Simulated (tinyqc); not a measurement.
Inside a calculation. Method: CIS and TDHF on RHF in the sto-3g basis, for H4, spin multiplicity 1. One step of it, computed by the program tinyqc.

Task: CIS matrix, triplets. A(ia,jb) = (e_a - e_i) d_ij d_ab - (ij|ab).

orbital energies (hartree): MO1 -0.504068, MO2 -0.422682, MO3 0.317642, MO4 0.526364

Two-electron integrals over orbitals (pq|rs), unique and non-zero (hartree):
```
(11|11) 0.411702    (21|21) 0.200552    (22|11) 0.404495    (22|22) 0.410761
(31|11) -0.038084   (31|22) -0.001871   (31|31) 0.108510    (32|21) 0.056904
(32|32) 0.103670    (33|11) 0.402551    (33|22) 0.403965    (33|31) -0.006840
(33|33) 0.418357    (41|21) 0.014986    (41|32) -0.085911   (41|41) 0.094186
(42|11) 0.045546    (42|22) 0.011946    (42|31) -0.107934   (42|33) 0.009302
(42|42) 0.111892    (43|21) -0.196707   (43|32) -0.059070   (43|41) -0.013026
(43|43) 0.208990    (44|11) 0.426147    (44|22) 0.419015    (44|31) -0.041709
(44|33) 0.429674    (44|42) 0.049146    (44|44) 0.459413
```

Give: CIS matrix A, triplet.

Result:

CIS matrix A, triplet (hartree), lower triangle:
```
        1>3     1>4     2>3     2>4
1>3  0.4192
1>4  0.0000  0.6043
2>3  0.0000  0.1967  0.3364
2>4  0.1967  0.0000  0.0000  0.5300
```
